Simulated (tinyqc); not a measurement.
Strain: hole subbands of a hard-walled well, four-band Luttinger model.

Hole energies are counted downwards from the unstrained band edge, c = hbar^2/2m0. After the usual block transformation one block is H = [[P + Q - Zs, R - i S], [R + i S, P - Q + Zs]] in (heavy, light), with P +/- Q = c [(g1 +/- g2) k^2 + (g1 -/+ 2 g2) kz^2], R = sqrt(3) c gR k^2, S = 2 sqrt(3) c g3 k kz, kz = -i d/dz; axial approximation gR = (g2 + g3)/2. Zs = b (e_par - e_perp) is the shear part of the strain (the hydrostatic part shifts all levels alike and is left out). Basis sqrt(2/L) sin(n pi z/L), n = 1 to N, for each component: kz^2 gives (n pi/L)^2 and the heavy-light block is R delta_nm - 2 sqrt(3) c g3 k D_nm with D_nm = 4 n m/(L (n^2 - m^2)) for n + m odd, 0 otherwise. The other block has the same levels. The split-off band is left out.

Constants: hbar^2/2m0 = 3.80998211 eV angstrom^2.

Parameters, chosen for this exercise (near those of Ge; not measured data): g1 = 13.31 (Luttinger gamma1); g2 = 4.28 (gamma2); g3 = 5.77 (gamma3); L = 50 angstrom (well width along [001]); Zlist = (-0.2483, -0.1887, -0.0874, -0.0516, 0, 0.0842, 0.1681) eV (shear strain energies (negative: tension in the plane, for b < 0)).

N = 20. dE is the rise of the top subband from k = 0 to k1 = pi/(4L), m1 = c k1^2/dE (dash if dE is not positive), and the heavy weight is taken at k = pi/L.

Top subband:

| Zs (eV) | HH1 (meV) | LH1 (meV) | dE (meV) | heavy weight | m1 (m0) |
|---|---|---|---|---|---|
| -0.2483 | 319.7 | 80.7 | -1.125 | 0.183 | - |
| -0.1887 | 260.1 | 140.3 | -4.281 | 0.241 | - |
| -0.0874 | 158.8 | 241.6 | 11.407 | 0.391 | 0.082 |
| 0.0000 | 71.4 | 329.0 | 12.762 | 0.575 | 0.074 |
| 0.0842 | -12.8 | 413.2 | 13.287 | 0.751 | 0.071 |
| 0.1681 | -96.7 | 497.1 | 13.654 | 0.863 | 0.069 |

Give the missing row, Zs (eV) = -0.0516.

Computed row:
```
Zs (eV)  HH1 (meV)  LH1 (meV)  dE (meV)  heavy weight  m1 (m0)
-0.0516      123.0      277.4    12.236         0.462    0.077
```

HH1 and LH1 cross at Zs = -2 c g2 (pi/L)^2 = -0.1288 eV; for more negative Zs the light hole is on top. Among the rows with HH1 on top, m1 goes from 0.082 to 0.069 m0 as the splitting widens from 83 to 594 meV, against the unmixed 1/(g1 + g2) = 0.057: compression lightens the holes here. A dash marks a top subband whose hole energy at k1 lies below that at k = 0: an electron-like (negative) mass. m1 describes the neighbourhood of k = 0 only; where HH1 and LH1 lie close, the band may peak further out.

tinyqc: `OMP_NUM_THREADS=1 python tinyqc.py 1251874 1251875 out.jsonl`; about 0.09 s, one thread, shared Intel(R) Xeon(R) Processor @ 2.30GHz.
